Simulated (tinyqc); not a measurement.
Worked calculation: UHF in the sto-6g basis, for H3, spin multiplicity 2. One step of it, computed by the program tinyqc.

Problem. Iteration 2: building the Fock matrix. J_ij = sum D_kl (ij|kl) with D = D(alpha) + D(beta), K_ij = sum D_kl (ik|jl) for each spin; F = H + J - K(s); E = tr D H + tr D J / 2 - 0.5 sum_s tr D(s) K(s) + E_nn.

D(alpha) after iteration 1, order 1H 1s, 2H 1s, 3H 1s:
$$\begin{pmatrix}
0.259267 & 0.217066 & 0.217066 \\
0.217066 & 0.719221 & -0.355755 \\
0.217066 & -0.355755 & 0.719221
\end{pmatrix}$$

D(beta) after iteration 1, order 1H 1s, 2H 1s, 3H 1s:
$$\begin{pmatrix}
0.435613 & 0.211985 & 0.211985 \\
0.211985 & 0.103159 & 0.103159 \\
0.211985 & 0.103159 & 0.103159
\end{pmatrix}$$

core Hamiltonian H = T + V (hartree), order 1H 1s, 2H 1s, 3H 1s:
$$\begin{pmatrix}
-1.365081 & -0.666017 & -0.666017 \\
-0.666017 & -1.145148 & -0.125762 \\
-0.666017 & -0.125762 & -1.145148
\end{pmatrix}$$

Two-electron integrals (ij|kl) in chemists' order, unique and non-zero (hartree):
```
(11|11) 0.774999   (21|11) 0.240078   (21|21) 0.100923   (22|11) 0.427689
(22|21) 0.240078   (22|22) 0.774999   (31|11) 0.240078   (31|21) 0.069710
(31|22) 0.123514   (31|31) 0.100923   (32|11) 0.038974   (32|21) 0.013987
(32|22) 0.029757   (32|31) 0.013987   (32|32) 0.002312   (33|11) 0.427689
(33|21) 0.123514   (33|22) 0.226876   (33|31) 0.240078   (33|32) 0.029757
(33|33) 0.774999
```

nuclear repulsion = 1.13557341 hartree

Give: Coulomb J; exchange K(alpha); exchange K(beta); F(alpha); F(beta); total energy of this density.

Solution.

Coulomb J (hartree), order 1H 1s, 2H 1s, 3H 1s:
$$\begin{pmatrix}
1.6343 & 0.6052 & 0.6052 \\
0.6052 & 1.4181 & 0.0989 \\
0.6052 & 0.0989 & 1.4181
\end{pmatrix}$$

exchange K(alpha) (hartree), order 1H 1s, 2H 1s, 3H 1s:
$$\begin{pmatrix}
0.5050 & 0.3344 & 0.3344 \\
0.3344 & 0.6743 & 0.0390 \\
0.3344 & 0.0390 & 0.6743
\end{pmatrix}$$

exchange K(beta) (hartree), order 1H 1s, 2H 1s, 3H 1s:
$$\begin{pmatrix}
0.5764 & 0.2801 & 0.2801 \\
0.2801 & 0.2380 & 0.1184 \\
0.2801 & 0.1184 & 0.2380
\end{pmatrix}$$

F(alpha) (hartree), order 1H 1s, 2H 1s, 3H 1s:
$$\begin{pmatrix}
-0.2357 & -0.3952 & -0.3952 \\
-0.3952 & -0.4014 & -0.0659 \\
-0.3952 & -0.0659 & -0.4014
\end{pmatrix}$$

F(beta) (hartree), order 1H 1s, 2H 1s, 3H 1s:
$$\begin{pmatrix}
-0.3071 & -0.3409 & -0.3409 \\
-0.3409 & 0.0349 & -0.1453 \\
-0.3409 & -0.1453 & 0.0349
\end{pmatrix}$$

total energy of this density = -1.510404 hartree
